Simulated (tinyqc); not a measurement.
From results back to parameters: eight-band Kane k.p model. Two cases, with inputs chosen for the exercise.

Problem. In the Kane model 1/m = A_r + Ep (Eg + 2 Dso/3)/(Eg (Eg + Dso)) and the Roth formula gives g* = 2 - 2 Ep Dso/(3 Eg (Eg + Dso)). The mass and the g factor below were computed from hidden Ep and Dso.

Find: X; Y; Ep; Dso.

Method. Let X = 1/m - A_r and Y = (2 - g*)/2. Then X + Y = Ep/Eg and X - 2 Y = Ep/(Eg + Dso).

Case 1.

Values chosen (out of a larger set: near those of InSb; not measured data): Eg = 0.231 eV (gap at Gamma to the s-like level); A_r = 0.5 (remote-band term in 1/m).

m = 0.0130552 m0
g* = -50.99866

Solution.

X = 76.098
Y = 26.499
Ep = 23.70 eV
Dso = 0.795 eV

Case 2.

Values chosen (out of a larger set: near those of GaP; not measured data): Eg = 2.86 eV (gap at Gamma to the s-like level); A_r = -1 (remote-band term in 1/m).

m = 0.1005153 m0
g* = 1.79957

Solution.

X = 10.949
Y = 0.100
Ep = 31.60 eV
Dso = 0.080 eV

Computed by tinyqc, one run a case: `OMP_NUM_THREADS=1 python tinyqc.py N N+1 out.jsonl` with N = 1051281, 1051323; one thread of a shared Intel(R) Xeon(R) Processor @ 2.30GHz, about 0.01 s a run at most.
